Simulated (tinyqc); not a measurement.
Nudged elastic band on a two-dimensional model surface: one step, computed by the program tinyqc.

V(x, y) = -A (cos kx + cos ky) - B cos kx cos ky + (C sin ky + S sin kx)(1 - cos kx), k = 2 pi/a; the atom hops from the minimum at (0, 0) to that at (a, 0).

Problem. Iteration 2. Tangent at image i: towards the higher neighbour if the energies rise or fall through i; at a maximum or minimum, tau = t+ dmax + t- dmin if V(i+1) > V(i-1), else t+ dmin + t- dmax, with t+ = R(i+1) - R(i), t- = R(i) - R(i-1) and dmax, dmin the larger and smaller of |V(i+1) - V(i)| and |V(i-1) - V(i)|; then normalise. Force F = -grad V + (grad V.tau) tau + k_s (|t+| - |t-|) tau. With a climbing image, the highest image feels instead F = -grad V + 2 (grad V.tau) tau and no spring. Update R(new) = R + eta F; the end points stay fixed.

Inputs (values chosen for the exercise, for a model surface):
```
quantity             value           unit
amplitude A            0.4             eV
amplitude B          0.091             eV
skew C                0.12             eV
asymmetry S          0.094             eV
period a               2.6       angstrom
spring constant k_s   0.82  eV/angstrom^2
step factor eta       0.14  angstrom^2/eV
```

Surface: adatom on a square lattice. Climbing image: on.

images after iteration 1 (angstrom):
```
                x          y
image 1  0.520000  -0.028053
image 2  1.102085  -0.073444
image 3  1.560000  -0.073444
image 4  2.080000  -0.028053
```

positions (angstrom):
```
               x          y
start   0.000000   0.000000
end     2.600000   0.000000
saddle  1.138090  -0.261226
```

Give: unit tangents; forces; images after iteration 2.

Solution.

unit tangents:
```
             x       y
image 1  0.997  -0.078
image 2  1.000  -0.025
image 3  1.000   0.000
image 4  0.996   0.087
```

forces (eV/angstrom):
```
              x        y
image 1  0.0333  -0.2387
image 2  0.1677  -0.4117
image 3  0.0525  -0.3771
image 4  0.0167  -0.2030
```

images after iteration 2 (angstrom):
```
             x       y
image 1  0.525  -0.061
image 2  1.126  -0.131
image 3  1.567  -0.126
image 4  2.082  -0.056
```
